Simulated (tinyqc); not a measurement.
# Classical Heisenberg spin chain: exact results, Metropolis, heat-bath and over-relaxation steps, and a Monte Carlo run, step by step

A worked calculation. Computed by tinyqc, a small Python program that keeps every step. Command: `OMP_NUM_THREADS=1 python tinyqc.py 3130434 3130435 out.jsonl heismc walk`. One thread of a shared host (Intel(R) Xeon(R) Processor @ 2.30GHz), about 0.1 s of CPU time with the checks. Intermediate numbers are printed to about 5 digits and carried at full precision; extremes and crossings named in words are read from the listed rows.

E = -J sum_i s_i . s_(i+1) for unit vectors s_i on an open chain; K = J/(k_B T).

Inputs (values chosen for the exercise, for a model chain of large moments):
```
quantity,value,unit
coupling J,-16,meV
temperature T,438,K
moment mu,5.9,mu_B
length N of the open chain,24,-
seed,288898,-
```

Update: heat bath.

Constants: k_B = 8.617333262e-05 eV/K; mu_B = 5.7883818060e-05 eV/T.

## Exact results

Each bond angle is independent, so u = <s_i . s_(i+1)> = coth K - 1/K, <s_i . s_(i+n)> = u^n, correlation length xi = -1/ln|u|, energy per bond -J u, heat capacity per bond c/k_B = 1 - K^2/sinh^2 K, and for the long chain chi = mu^2 (1 + u)/(3 k_B T (1 - u)) per spin.

K = -0.42391

u = -0.13964

xi = 0.50795 sites

energy per bond = -2.2342 meV

heat capacity = 0.057807 k_B/bond

chi over the Curie value = 0.75494

chi = 0.013434 mu_B/T per spin

For |K| << 1, u = K/3 = -0.1413.

## Finite chain

For N spins, <|sum s|^2>/N = (1 + u)/(1 - u) - 2 u (1 - u^N)/(N (1 - u)^2); the long chain has (1 + u)/(1 - u), chi over the Curie value, and the difference is relative to it.

<|sum s|^2>/N = 0.76390

difference from the long chain = 1.1868 %

## Four single-spin steps

four neighbouring spins (rows; components x, y, z):
```
,1,2,3
1,0.7078,0.5391,-0.4564
2,-0.7886,-0.4729,0.3931
3,0.5015,0.6465,-0.5750
4,0.3164,0.7107,0.6283
```

random numbers, one row a step:
```
,1,2,3
1,0.9840,0.9640,0.4482
2,0.6294,0.2801,0.4335
3,0.3917,0.3638,0.3734
4,0.9329,0.8037,0.0862
```

The given spins are first normalised. Spins 2 and 3 are updated in turn, with h = K (sum of the two neighbours). Heat bath: cos(theta) = 1 + ln(1 - r1 (1 - exp(-2 |h|)))/|h| about n = h/|h|, azimuth 2 pi r2 = phi in the frame a = n x z/|n x z|, b = n x a: s = n cos(theta) + sin(theta)(a cos(phi) + b sin(phi)); r1, r2 are the first two numbers of the row.

Steps:
```
spin,|h|,h . s before,h . s after,move,x,y,z
2,0.84056,0.81379,-0.77296,heat bath,0.32548,0.85535,-0.40305
3,0.72379,-0.51072,0.06716,heat bath,0.18725,-0.03672,-0.98163
2,0.74896,-0.55136,0.38639,heat bath,-0.44555,-0.89417,0.04411
3,0.30049,0.28721,-0.24668,heat bath,0.29924,0.09668,0.94927
```

## A run and its error bars

From the ordered state (alternating for J < 0), with each spin drawn from exp(h . s), h = K x sum of neighbours, 200 sweeps are discarded and 1600 recorded (even and odd sites in turn; random numbers not printed, so these rows are one sample). Errors are the scatter of block means over sqrt(number of blocks).

Blocking:
```
block length,mean bond product,error,<|sum s|^2>/N,error
1,-0.13836,0.0029779,0.74560,0.015156
4,-0.13836,0.0030239,0.74560,0.016194
16,-0.13836,0.0031179,0.74560,0.016349
40,-0.13836,0.0029238,0.74560,0.014809
80,-0.13836,0.0033927,0.74560,0.013309
```

With blocks of 40 the bond product is 0.4 error bars from the exact u = -0.1396, and <|sum s|^2>/N is 1.2 from the exact 0.764. Blocking to 40 changes the two errors by factors 1.0 and 1.0.

Checks made by the program: c against a difference of the energy (relative difference 5e-10).
